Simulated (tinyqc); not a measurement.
Inside a calculation. Method: Born-Oppenheimer dynamics on the RHF/sto-3g surface (energies and gradients from PySCF), for BeH2, spin multiplicity 1. Computed by tinyqc, a small Python program that keeps every step (integrals from PySCF). Settings: charge = 0, multiplicity = 1, basis = sto-3g, time step (fs) = 1.0, steps = 24. Command: `OMP_NUM_THREADS=1 python tinyqc.py 30755 30756 out.jsonl` (the two numbers bound the seeds that draw the settings). One thread of a shared host (Intel(R) Xeon(R) Processor @ 2.60GHz), about 2 s of CPU time with the checks.

positions (bohr):
```
             x          y         z
1Be  -0.085038   0.007559  0.094486
2H   -0.024566   2.543571  0.204090
3H    0.081258  -2.649396  0.149288
```

The total energy should stay constant up to terms of order dt^2; the step counts as short enough if it moves by less than 2 % of the largest kinetic energy.

Trajectory:

| time (fs) | 1Be-2H (angstrom) | potential (hartree) | kinetic (hartree) | total (hartree) |
|---|---|---|---|---|
| 0.000000 | 1.343634 | -15.55470712 | 0.00105620 | -15.55365093 |
| 1.000000 | 1.330131 | -15.55549846 | 0.00181417 | -15.55368429 |
| 2.000000 | 1.310076 | -15.55777236 | 0.00398956 | -15.55378279 |
| 3.000000 | 1.287401 | -15.56000305 | 0.00609755 | -15.55390550 |
| 4.000000 | 1.266594 | -15.56038014 | 0.00641245 | -15.55396769 |
| 5.000000 | 1.251701 | -15.55816846 | 0.00430113 | -15.55386733 |
| 6.000000 | 1.245315 | -15.55508869 | 0.00144057 | -15.55364812 |
| 7.000000 | 1.248074 | -15.55437359 | 0.00078629 | -15.55358730 |
| 8.000000 | 1.258921 | -15.55687287 | 0.00309007 | -15.55378279 |
| 9.000000 | 1.275642 | -15.55977852 | 0.00581899 | -15.55395953 |
| 10.000000 | 1.295239 | -15.56032798 | 0.00638012 | -15.55394786 |
| 11.000000 | 1.314308 | -15.55843868 | 0.00461458 | -15.55382410 |
| 12.000000 | 1.329572 | -15.55586037 | 0.00215743 | -15.55370294 |
| 13.000000 | 1.338429 | -15.55444515 | 0.00080090 | -15.55364425 |
| 14.000000 | 1.339343 | -15.55511707 | 0.00145036 | -15.55366672 |
| 15.000000 | 1.332047 | -15.55751994 | 0.00375490 | -15.55376505 |
| 16.000000 | 1.317570 | -15.56012761 | 0.00622749 | -15.55390012 |
| 17.000000 | 1.298122 | -15.56094869 | 0.00697296 | -15.55397572 |
| 18.000000 | 1.276876 | -15.55905353 | 0.00517478 | -15.55387875 |
| 19.000000 | 1.257655 | -15.55608813 | 0.00242277 | -15.55366536 |
| 20.000000 | 1.244535 | -15.55518608 | 0.00157787 | -15.55360821 |
| 21.000000 | 1.241123 | -15.55717793 | 0.00340331 | -15.55377463 |
| 22.000000 | 1.249296 | -15.55966799 | 0.00574316 | -15.55392483 |
| 23.000000 | 1.268062 | -15.56027869 | 0.00635017 | -15.55392853 |
| 24.000000 | 1.293547 | -15.55874087 | 0.00490392 | -15.55383695 |

Is the time step short enough?

No. The total energy moves within 3.9e-04 hartree; that is over 2 % of the largest kinetic energy, so the time step is too long.
